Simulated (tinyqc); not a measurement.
What moves the results: shallow acceptor in the spherical four-band model. A value that a table varies takes the place of the one given here.

The ground state 1S3/2 has an L = 0 part f(r) and an L = 2 part g(r). In units of Ry* and a*, with Gaussians f_i = exp(-a_i r^2), g_i = r^2 exp(-a_i r^2), A = a_i + a_j and I(n) = Gamma((n + 1)/2)/(2 A^((n + 1)/2)): S_ff = I(2), S_gg = I(6), H_ff = (6 a_i a_j/A) I(2) - 2 I(1), H_gg = (14 a_i a_j/A) I(6) - 2 I(5), H_fg = -mu [15 I(2) - 20 a_j I(4) + 4 a_j^2 I(6)]; each function is then normalised. The split-off band is left out.

Converged values use 22 exponents 2.2^i, i = -7 to 14, for f and for g.

Units Ry* = Ry/(g1 eps^2) and a* = a0 eps g1; mu = (6 g3 + 4 g2)/(5 g1) is the spherical heavy-light coupling and delta = (g3 - g2)/g1 the cubic term, which is left out.

Constants: Ry = 13.60569312 eV; a0 (Bohr radius) = 0.5291772105 angstrom.

Values chosen for the exercise (near those of a shallow acceptor in GaSb; shifted at random, so the results belong to these values and not to a real crystal):
```
symbol  value                                      unit      meaning
mus     (0.17, 0.25, 0.42, 0.66, 0.74, 0.82, 0.9)            couplings
rc      1.6                                        angstrom  radius of the central cell
Vs      (2, 0, -0.5, -1.5, -2.5, -3.5)             eV        central-cell strengths
g1      13.49                                                Luttinger gamma1
g2      4.69                                                 gamma2
g3      6                                                    gamma3
eps     15.9                                                 dielectric constant
```

## Strength of the heavy-light coupling

Ry* = 3.9895 meV

Converged values in Ry* and a*; the heavy-mass hydrogen model gives 1/(1 - mu).

Results:
```
mu    binding (Ry*)  1/(1 - mu)  ratio  L = 2 weight  <r> (a*)  binding (meV)
0.17          1.027       1.205  0.852         0.012     1.467            4.1
0.25          1.060       1.333  0.795         0.027     1.428            4.2
0.42          1.192       1.724  0.691         0.077     1.292            4.8
0.66          1.689       2.941  0.574         0.197     0.951            6.7
0.74          2.078       3.846  0.540         0.252     0.789            8.3
0.82          2.823       5.556  0.508         0.315     0.595           11.3
0.90          4.768      10.000  0.477         0.388     0.363           19.0
```

The binding starts as 1 + O(mu^2), 1.027 at mu = 0.17, since the coupling enters in second order, and reaches 4.77 at mu = 0.90. The ratio to the heavy-mass model falls from 0.85 to 0.48, towards about 0.44 as mu goes to 1: the bound hole is only partly heavy. The L = 2 weight grows to 0.39 and the radius shrinks by a factor 4.0.

## Central-cell correction

mu = 0.81186
a* = 113.504 angstrom

A short-range term V exp(-r^2/rc^2) is added (negative: attracts the hole); its elements are V S (A/(A + 1/rc^2))^(3/2) for f and ^(7/2) for g, in the same units.

Results:
```
V (eV)  1S binding (meV)  2S binding (meV)  <r> (angstrom)  L = 2 weight
2.0                 10.6              3.23            71.2         0.307
0.0                 10.8              3.26            70.0         0.308
-0.5                10.9              3.27            69.6         0.308
-1.5                11.0              3.28            68.8         0.309
-2.5                11.2              3.30            67.9         0.309
-3.5                11.4              3.33            66.8         0.310
```

From V = 0 to -3.5 eV the 1S binding grows by 0.5 meV (5 %) and the 2S binding by 0.07 meV, so the chemical shift sits mainly in the ground state. A repulsion of 2 eV removes 0.2 meV. The slope is 0.18 meV per eV over the last step against 0.10 on the repulsive side, since attraction pulls the state into the cell; over this range the level stays shallow.

## What each parameter does

Converged values. Each row changes one parameter from the base and keeps the others.

Results:
```
case           mu  Ry* (meV)  binding (meV)  <r> (angstrom)
base        0.812       3.99          10.84            70.0
g1 = 14.57  0.752       3.69           7.97            93.5
g2 = 3.99   0.770       3.99           9.17            81.6
g3 = 5.52   0.769       3.99           9.13            82.0
eps = 17.2  0.812       3.41           9.27            75.7
```

The largest shifts from the base row, up to three for each result and ties (the steps differ in size, so this ranks the rows, not the parameters). mu: g1 -0.060, g3 -0.043, g2 -0.042; unchanged at the printed digits by eps. Ry* (meV): eps -0.58, g1 -0.30; unchanged at the printed digits by g2 and g3. binding (meV): g1 -2.88, g3 -1.71, g2 -1.67. <r> (angstrom): g1 +23.5, g3 +12.0, g2 +11.7. g1 acts twice: it lowers Ry* and it lowers mu.

Program tinyqc; command `OMP_NUM_THREADS=1 python tinyqc.py 1280799 1280800 out.jsonl`; about 0.04 s on one thread of a shared Intel(R) Xeon(R) Processor @ 2.30GHz.
